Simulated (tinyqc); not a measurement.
What moves the results: hole subbands of a hard-walled well, four-band Luttinger model. A value that a table varies takes the place of the one given here.

Hole energies are counted downwards from the unstrained band edge, c = hbar^2/2m0. After the usual block transformation one block is H = [[P + Q - Zs, R - i S], [R + i S, P - Q + Zs]] in (heavy, light), with P +/- Q = c [(g1 +/- g2) k^2 + (g1 -/+ 2 g2) kz^2], R = sqrt(3) c gR k^2, S = 2 sqrt(3) c g3 k kz, kz = -i d/dz; axial approximation gR = (g2 + g3)/2. Zs = b (e_par - e_perp) is the shear part of the strain (the hydrostatic part shifts all levels alike and is left out). Basis sqrt(2/L) sin(n pi z/L), n = 1 to N, for each component: kz^2 gives (n pi/L)^2 and the heavy-light block is R delta_nm - 2 sqrt(3) c g3 k D_nm with D_nm = 4 n m/(L (n^2 - m^2)) for n + m odd, 0 otherwise. The other block has the same levels. The split-off band is left out, a severe simplification for a spin-orbit splitting near 0.11 eV.

Constants: hbar^2/2m0 = 3.80998211 eV angstrom^2.

Parameters, chosen for this exercise (near those of InP; shifted at random, so the results belong to these values and not to a real crystal): g1 = 5.05 (Luttinger gamma1); g2 = 1.59 (gamma2); g3 = 2.1 (gamma3); L = 195 angstrom (well width along [001]); k = 0.0248 1/angstrom (wave vector in the plane); Zlist = (-0.0156, -0.0111, -0.0051, -0.002, 0, 0.0045, 0.0146) eV (shear strain energies (negative: tension in the plane, for b < 0)).

## Which coupling does what

shear strain energy Zs = 0.026578 eV
N = 20, at the given k. Diagonal: R = S = 0. Along [100] and [110] gR is g2 and g3 instead of their mean.

Hole energies (meV):
```
model         E1     E2     E3     E4
diagonal   -9.17  -3.62   5.63  18.57
R alone   -10.23  -4.40   5.08  18.19
S alone   -10.67  -8.30  -2.22   7.74
axial     -11.69  -9.01  -2.70   7.45
[100]     -11.43  -8.83  -2.58   7.52
[110]     -11.99  -9.22  -2.84   7.36
```

The couplings move E1 by -2.52 meV: R alone by -1.06, S alone by -1.50, so S matters more at k L/pi = 1.54 (R grows as k^2 and joins equal n, S as k and joins n of opposite parity). Warping spreads E1 by 0.55 meV between [100] and [110], the hole being heavier along [110]; the axial value lies between them.

## Strain

N = 20. dE is the rise of the top subband from k = 0 to k1 = pi/(4L), m1 = c k1^2/dE (dash if dE is not positive), and the heavy weight is taken at k = pi/L.

Top subband:
```
Zs (eV)  HH1 (meV)  LH1 (meV)  dE (meV)  heavy weight  m1 (m0)
-0.0156       17.4       -7.5     0.126         0.044    0.489
-0.0111       12.9       -3.0     0.093         0.077    0.668
-0.0051        6.9        3.0    -0.047         0.212        -
-0.0020        3.8        6.1     0.296         0.397    0.209
0.0000         1.8        8.1     0.323         0.579    0.191
0.0045        -2.7       12.6     0.345         0.884    0.179
0.0146       -12.8       22.7     0.367         0.976    0.168
```

HH1 and LH1 cross at Zs = -2 c g2 (pi/L)^2 = -0.0031 eV; for more negative Zs the light hole is on top. Among the rows with HH1 on top, m1 goes from 0.209 to 0.168 m0 as the splitting widens from 2 to 35 meV, against the unmixed 1/(g1 + g2) = 0.151: compression lightens the holes here. A dash marks a top subband whose hole energy at k1 lies below that at k = 0: an electron-like (negative) mass. m1 describes the neighbourhood of k = 0 only; where HH1 and LH1 lie close, the band may peak further out.

## Size of the sine basis

The four lowest hole energies at the given k for growing N.

Hole energies (meV):
```
N        E1      E2      E3      E4
2   -11.358  -6.147  45.640  69.139
3   -11.657  -8.543   1.271  45.497
4   -11.657  -8.893  -2.160  12.155
6   -11.683  -8.974  -2.575   7.804
10  -11.692  -9.003  -2.677   7.501
20  -11.694  -9.011  -2.700   7.448
40  -11.694  -9.013  -2.703   7.442
80  -11.694  -9.013  -2.704   7.441
```

Is N = 3 enough for 1 meV in the two lowest levels?

Yes: against N = 80, N = 3 errs by up to 0.47 meV in E1 and E2, always upwards, as a variational basis must. Both are within 0.1 meV of N = 80 from N = 6 on; N = 40 and N = 80 differ by 1.5e-04 meV at most.

Computed by tinyqc, a small Python program: `OMP_NUM_THREADS=1 python tinyqc.py 1250560 1250561 out.jsonl` (the numbers bound the seed that draws the inputs); one thread of a shared host (Intel(R) Xeon(R) Processor @ 2.30GHz), about 0.5 s for the whole set of steps.
